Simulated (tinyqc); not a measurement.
Worked calculation: Hubbard chain of 2 sites. Computed by tinyqc, a small Python program that keeps every step. Settings: hopping = 1.64, U = 5.9, mixing = 0.2, iteration cap = 88. Command: `OMP_NUM_THREADS=1 python tinyqc.py 23841 23842 out.jsonl` (the two numbers bound the seeds that draw the settings). One thread of a shared host (Intel(R) Xeon(R) Processor @ 2.60GHz), about 0.2 s of CPU time with the checks.

one-body matrix (hopping and site energies) (eV):
```
,1,2
1,0.5700,-1.6400
2,-1.6400,-0.7800
```

U = 5.9000 eV

electrons, up and down: 1  1

n(up) at the start (a guess, not normalised): 1 0.9500, 2 0.0500

n(down) at the start (a guess): 1 0.0500, 2 0.9500

Each step fills the lowest levels of T + U n(other spin) and sets n(new) = n + mixing (n(out) - n); stop when output and input agree to 1e-8.

Course of the cycle:
```
iteration,E (eV),largest |n(out) - n(in)|,mean |n_up - n_down|
1,-1.154541,6.49e-02,0.8336
2,-1.155974,5.21e-02,0.8314
3,-1.156957,4.20e-02,0.8294
4,-1.157637,3.40e-02,0.8275
5,-1.158111,2.77e-02,0.8258
6,-1.158446,2.26e-02,0.8243
7,-1.158685,1.86e-02,0.8229
8,-1.158856,1.53e-02,0.8217
9,-1.158981,1.27e-02,0.8207
10,-1.159072,1.06e-02,0.8197
11,-1.159138,8.88e-03,0.8189
...,...,...,...
78,-1.159331,4.49e-07,0.8134
79,-1.159331,3.89e-07,0.8134
80,-1.159331,3.36e-07,0.8134
81,-1.159331,2.91e-07,0.8134
82,-1.159331,2.52e-07,0.8134
83,-1.159331,2.18e-07,0.8134
84,-1.159331,1.89e-07,0.8134
85,-1.159331,1.64e-07,0.8134
86,-1.159331,1.42e-07,0.8134
87,-1.159331,1.23e-07,0.8134
88,-1.159331,1.06e-07,0.8134
```

Can the last value be used, and what does the course show?

Not by the stop rule, although the second column moves by less than 1e-07 over the last three steps. Not converged within 88 iterations: the residual falls steadily but slowly, by a factor of about 0.87 a step. The lowest mean-field energy found from random starts is -1.15933 eV. Reruns (cap 100 unless said): mixing 0.5: converged in 38 (E = -1.15933); mixing 0.9: converged in 17 (E = -1.15933); the original settings with a cap of 400: converged in 105 (E = -1.15933).
